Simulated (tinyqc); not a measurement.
Critical temperature from a phonon spectrum: McMillan, Allen-Dynes and the linearised Eliashberg equation: one step, computed by the program tinyqc.

alpha^2 F(omega) = sum_i (lambda_i omega_i/2) delta(omega - omega_i), so that lambda = 2 int alpha^2 F/omega d omega = sum_i lambda_i.

Question. The small kernel at the trial temperature. Linearised Eliashberg equation at omega_n = (2n + 1) pi k_B T, n = 0..N-1: lambda(j) = sum_i lambda_i omega_i^2/(omega_i^2 + (2 pi j k_B T)^2); K_mn = lambda(m - n) + lambda(m + n + 1) - 2 mu*(N) - delta_mn [2m + 1 + lambda(0) + 2 sum_(j=1..m) lambda(j)], with 1/mu*(N) = 1/mu* + ln(omega_rms/omega_N), omega_N = (2N + 1) pi k_B T. T_c is where the largest eigenvalue rho of K is zero.

Inputs (values chosen for the exercise, for a model metal):
```
quantity,value,unit
peak energy omega_1,12,meV
coupling lambda_1,0.319,-
peak energy omega_2,27.9,meV
coupling lambda_2,0.275,-
Coulomb pseudopotential mu*,0.13,-
trial temperature,13.1,K
Matsubara points N in the small matrix,3,-
```

Peaks in alpha^2 F: two.

omega_rms = 20.92148 meV

Constants: k_B = 8.617333262e-05 eV/K.

Give: lambda(j), j = 0, 1, ...; mu*(N); K.

Answer.

lambda(j), j = 0, 1, ...: [0.5940, 0.4947, 0.3516, 0.2508, 0.1836, 0.1379]

mu*(N) = 0.1330

K:
```
,1,2,3
1,-0.771,0.580,0.336
2,0.580,-4.004,0.412
3,0.336,0.412,-6.821
```
